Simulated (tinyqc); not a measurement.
Shape against the ratio gamma(100)/gamma(111): equilibrium crystal shape, supported particles, Gibbs-Thomson effect and coarsening. Computed by tinyqc, a small Python program. Command: `OMP_NUM_THREADS=1 python tinyqc.py 3001283 3001284 out.jsonl wulff walk`. One thread of a shared host (Intel(R) Xeon(R) Processor @ 2.30GHz), about 0.05 s of CPU time with the checks.

A cubic crystal bounded by {100}, {110} and {111} facets only.

Inputs (values chosen for the exercise, for a model metal): lattice constant a = 3.46 angstrom; first-neighbour bond energy e1 = 0.36 eV; second-neighbour bond energy e2 = 0.17 eV.

Surface energies: broken bonds, bcc.

Constants: 1 eV/angstrom^2 = 16.02176634 J/m^2.

Method:
- A cut with normal n breaks sum_R |R.n|/(2 Omega) bonds per area (R over all neighbours of a shell) and makes two surfaces: gamma = sum over shells e_s sum_R |R.n|/(4 Omega). bcc: 8 neighbours a/2 (1,1,1), 6 at a (1,0,0), Omega = a^3/2.
- Wulff construction: the facet planes lie at distances lambda gamma from the centre, and the shape is the region inside all of them; V = (1/3) sum of area x distance. gamma_mean = sum A gamma / sum A; shape factor eta = A/V^(2/3) (4.836 for a sphere).
- gamma(110)/gamma(111) is held at the value of this crystal.

gamma (J/m^2): (100) 1.19110, (110) 1.00311, (111) 1.22856

Area fractions:
```
gamma(100)/gamma(111)   {100}   {110}  {111}     eta
0.550                  1.0000  0.0000      0  6.0000
0.582                  0.9775  0.0225      0  5.9453
0.698                  0.5417  0.4583      0  5.2769
0.824                  0.2567  0.7433      0  5.1603
0.970                  0.0746  0.9254      0  5.2425
1.090                  0.0089  0.9911      0  5.3282
1.260                  0.0000  1.0000      0  5.3454
1.750                  0.0000  1.0000      0  5.3454
```

{100} holds 100 % of the area in the first row and 0 % in the last; without {110} the limits are a cube below 1/sqrt(3) = 0.577 and an octahedron above sqrt(3) = 1.732. The roundest shape among these rows (eta = 5.160) is at the ratio 0.824; {110} shows in 7 rows.
